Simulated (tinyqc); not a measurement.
Floating body of a partially depleted SOI transistor: body voltage and kink: one step of the calculation.

Source at 0 V. Channel current Ic = 2 nf K Vt^2 [F(0) - F(Vd)](1 + la Vd), F(V) = ln^2(1 + exp((Vg - VT - nf V)/(2 nf Vt))), VT = VT0 - gb Vb. Saturation voltage Vs = 2 Vt sqrt(F(0)) + 3 Vt, excess Ve = (Vd - Vs + sqrt((Vd - Vs)^2 + 0.0004 V^2))/2, multiplication M1 = Ai Ve exp(-Bl/Ve). Each junction passes D(v) = J1 (exp(v/Vt) - 1) + J2 (exp(v/(2 Vt)) - 1). Bipolar current Ib = bb J1 (exp(Vb/Vt) - 1). The body settles where M1 (Ic + Ib) = D(Vb) + D(Vb - Vd) + Vb/Rb; drain current Id = (1 + M1)(Ic + Ib) - D(Vb - Vd).

Problem. New Vb. Current into the body I_in = M1 (Ic + Ib) - D(Vb - Vd), current out I_out = D(Vb) + Vb/Rb; f = ln(I_in/I_out), s = df/dVb by central differences over 1e-5 V, Vb(new) = Vb - f/s.

Inputs (values chosen for the exercise); values of the order met in partially depleted silicon-on-insulator transistors: temperature T = 358 K; threshold at zero body voltage VT0 = 0.34 V; fall of the threshold per volt of body voltage gb = 0.15; slope factor nf = 1.18; gain factor per width K = 150 uA/(V^2 um); channel-length modulation factor la = 0.04 1/V; impact-ionisation prefactor Ai = 3.85 1/V; impact-ionisation voltage Bl = 5.2 V; diffusion saturation current of each junction J1 = 3.8e-10 uA/um; recombination saturation current of each junction J2 = 1e-8 uA/um; gain of the lateral bipolar transistor on the diffusion current bb = 3; resistance of a weak body tie to the source (1e9 stands for no tie, and the term is then dropped) Rb = 1e9 kohm um; gate voltage Vg = 0.92 V; drain voltage Vd = 1.9 V.

Constants: q = 1.602176634e-19 C, kB = 1.380649e-23 J/K, Vt = kB T/q. Results are converted to the units shown.

Vb after iteration 1 = 0.66510590 V

Find: Ic; Ve; M1; I_in; I_out; f; s; Vb after iteration 2.

Solution.

Ic = 31.60 uA/um
Ve = 1.231 V
M1 = 0.06950
I_in = 2.379 uA/um
I_out = 0.8772 uA/um
f = 0.9978
s = -30.05 1/V
Vb after iteration 2 = 0.6983 V

Range of the model: The multiplication law is an empirical form chosen for the exercise; self-heating and capacitive coupling to the body are left out, and the linear laws are rough once Vb passes about 0.7 V or M1 about 0.1.

tinyqc, about 0.2 s, one thread, Intel Xeon 2.30GHz (shared host): `OMP_NUM_THREADS=1 python tinyqc.py 2182027 2182028 out.jsonl`
